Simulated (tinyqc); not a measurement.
Inside a calculation. Method: G0W0 on RHF in the 3-21g basis, for H2, spin multiplicity 1. One step of it, computed by the program tinyqc.

Question. Orthogonalisation. S = U s U^T; symmetric (Loewdin) form X = U s^(-1/2) U^T, so that X^T S X = 1.

overlap S, order 1H 1s, 1H 2s, 2H 1s, 2H 2s:
$$\begin{pmatrix}
1.000000 & 0.645899 & 0.222291 & 0.390619 \\
0.645899 & 1.000000 & 0.390619 & 0.737419 \\
0.222291 & 0.390619 & 1.000000 & 0.645899 \\
0.390619 & 0.737419 & 0.645899 & 1.000000
\end{pmatrix}$$

Give: eigenvalues of S; X.

Answer.

eigenvalues of S: [0.158, 0.412, 0.883, 2.548]

X, order 1H 1s, 1H 2s, 2H 1s, 2H 2s:
$$\begin{pmatrix}
1.240 & -0.482 & -0.035 & 0.030 \\
-0.482 & 1.644 & 0.030 & -0.664 \\
-0.035 & 0.030 & 1.240 & -0.482 \\
0.030 & -0.664 & -0.482 & 1.644
\end{pmatrix}$$
